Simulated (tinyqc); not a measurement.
From results back to parameters: carrier statistics of a doped semiconductor with parabolic bands. Three cases, with inputs chosen for the exercise.

Problem. ni^2 = C^2 (T/300 K)^3 exp(-Eg(T)/kB T) with Eg(T) = Eg0 - al T^2/(T + be). Two intrinsic densities were computed from hidden Eg0 and C = sqrt(Nc Nv) at 300 K.

Constants: kB = 8.617333262e-05 eV/K.

Case 1.

Values chosen (near those of InP; not measured data): al = 0.000369 eV/K (Varshni alpha); be = 159 K (Varshni beta); T1 = 260 K; T2 = 530 K.

ni(T1) = 127140 1/cm^3
ni(T2) = 5.46172e+12 1/cm^3

Case 2.

Values chosen (near those of Si; not measured data): al = 0.000463 eV/K (Varshni alpha); be = 627 K (Varshni beta); T1 = 270 K; T2 = 530 K.

ni(T1) = 3.20179e+08 1/cm^3
ni(T2) = 3.39277e+14 1/cm^3

Case 3.

Values chosen (near those of Ge; not measured data): al = 0.000469 eV/K (Varshni alpha); be = 242 K (Varshni beta); T1 = 320 K; T2 = 410 K.

ni(T1) = 5.65547e+13 1/cm^3
ni(T2) = 1.82637e+15 1/cm^3

Find: Eg0; C.

Solution. y(T) = 2 ln ni - 3 ln(T/300) - al T/((T + be) kB) equals 2 ln C - Eg0/(kB T), a straight line in 1/T; two points give slope and intercept.

Case 1.

Eg0 = 1.424 eV
C = 2.64e+18 1/cm^3

Case 2.

Eg0 = 1.180 eV
C = 1.72e+19 1/cm^3

Case 3.

Eg0 = 0.739 eV
C = 7.19e+18 1/cm^3

Computed by tinyqc, one run a case: `OMP_NUM_THREADS=1 python tinyqc.py N N+1 out.jsonl` with N = 1681861, 1681871, 1681898; one thread of a shared Intel(R) Xeon(R) Processor @ 2.30GHz, about 0.01 s a run at most.
